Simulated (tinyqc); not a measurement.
Segment and feed resistance from two drops.

Question. A rail is fed at one end through Rq; K loads of Ij follow, each after a segment Rs. The drop at load j is K Ij Rq + Rs Ij sum_(l=1..j) (K - l + 1). Find Rs, Rq and the worst drop, at the middle, if the rail were fed through Rq at both ends: K Ij Rq/2 + Rs Ij K^2/8 with the load taken as continuous.

Inputs (values chosen for the exercise): number of equal loads K = 13; current of each load Ij = 0.5 mA.

drops at the first and at the last load (mV): 7.02  18.72

Answer. The difference of the two drops is Rs Ij K (K - 1)/2, which gives Rs; the first drop then gives Rq.

Rs = 0.3000 ohm
Rq = 0.7800 ohm
drop at the middle with two feeds = 5.704 mV

Program tinyqc, `OMP_NUM_THREADS=1 python tinyqc.py 2770184 2770185 out.jsonl`; Intel Xeon 2.30GHz, shared host, one thread, about 0.07 s.
